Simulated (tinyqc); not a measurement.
Worked calculation: band-to-band tunnelling across a p-n junction in a two-band chain. Values are carried at full precision from step to step, so a last printed digit may differ when a step is redone from the rounded ones.

Sites alternate A at -Eg/2 and C at +Eg/2 with hopping -t; near the edges, with k counted from the zone boundary pi/a, E^2 = (Eg/2)^2 + (t a k)^2, so t = sqrt(c Eg/m)/a gives the mass m, c = hbar^2/2m0. In the gap cosh(q a) = 1 + (Eg^2/4 - e^2)/(2 t^2), e the energy from the local mid-gap. The potential is V0 = Eg + ov on the p side (left), 0 on the n side, and falls linearly over the 2N sites of the junction, V_j = V0 (1 - j/(2N + 1)), j = 1 to 2N, site 1 being A. E = Eg/2 + x ov. A half chain that ends on a site of level e1 with neighbour e2 has g = (1 + z)/(E - e1), z = exp(-/+ i k a) the root with Im g < 0, cos(k a) = (E - e1)(E - e2)/(2 t^2) - 1. S_L = t^2 g (ending on C, shifted by V0), S_R = t^2 g (starting on A). T = 4 Im(S_L) Im(S_R) |G_(1,2N)|^2.

Constants: hbar^2/2m0 = 3.80998211 eV angstrom^2.

Values chosen for the exercise (gap and mass near those of InGaAs; the results hold for these values, not for the real material): Eg = 0.743 eV (gap); m = 0.045 m0 (mass of electron and light hole); a = 4 angstrom (period (two sites)); ov = 0.41 eV (overlap: top of the valence band on the p side above the conduction edge on the n side); N = 4 (periods in the small junction); x = 0.47 (energy above the n-side conduction edge, as a share of ov).

## Hopping, field and tunnelling length

Form t, V0, E, the field F = V0/((2N + 1) a/2) (1 V/angstrom = 100 MV/cm) and the length Eg/F over which E lies in the gap.

t = 1.9828 eV
V0 = 1.1530 eV
E = 0.5642 eV
F = 6.406 MV/cm
tunnelling length = 11.60 angstrom

So short a junction keeps the matrix small; its field is above the 1 to 3 MV/cm of tunnel diodes.

## Self-energies of the two sides

Form cos(k a) and S for each side.

cos(k a): left -0.973463, right -0.977070

S_L, S_R (eV): -0.10865-0.93695i  0.09635-0.89466i

## Recursive Green function

g_1 = 1/(E - e_1 - S_L); g_j = 1/(E - e_j - t^2 g_(j-1)), with S_R also subtracted at the last site; G_1j = G_1(j-1) (-t) g_j, G_11 = g_1; e_j is the site level plus V_j. The self-energies stand in the order S_L, S_R.

Sweep:
```
j  e_j (eV)       g_j (1/eV)      G_1j (1/eV)
1    0.6534   0.0222-1.0668i   0.0222-1.0668i
2    1.2683  -0.0434-0.2302i   0.4889-0.0817i
3    0.3972   0.3619-0.9698i  -0.1936+0.9988i
4    1.0121  -0.1037-0.2114i  -0.4585+0.1242i
5    0.1409   0.6016-0.6017i   0.3987-0.6951i
6    0.7558  -0.2107-0.1950i   0.4353-0.1363i
7   -0.1153   0.5270-0.2679i  -0.3824+0.3737i
8    0.4996  -0.2559-0.2370i  -0.3697+0.0099i
```

T = 0.4585

## WKB for the same field

T = exp(-2 I/F), I = integral of q de across the gap. Continuum: q = sqrt(Eg^2/4 - e^2)/(t a), I = pi Eg^2/(8 t a). Lattice: q from the cosh formula, 12 Gauss-Legendre points in u with e = (Eg/2) sin(u), u from -pi/2 to pi/2. F in V/angstrom is the value in MV/cm over 100.

I (eV/angstrom): continuum 0.027333, lattice 0.027303

T by WKB: continuum 0.4260, lattice 0.4264

The chain gives 0.4585, 1.075 times the lattice WKB value; the exponent is only 0.85, and reflections at the two kinks of the potential count.

## Checks

- G_(1,2N) from the sweep against inversion of the whole matrix (size): both 0.36980.

tinyqc: `OMP_NUM_THREADS=1 python tinyqc.py 1480809 1480810 out.jsonl`; about 0.01 s, one thread, shared Intel(R) Xeon(R) Processor @ 2.30GHz.
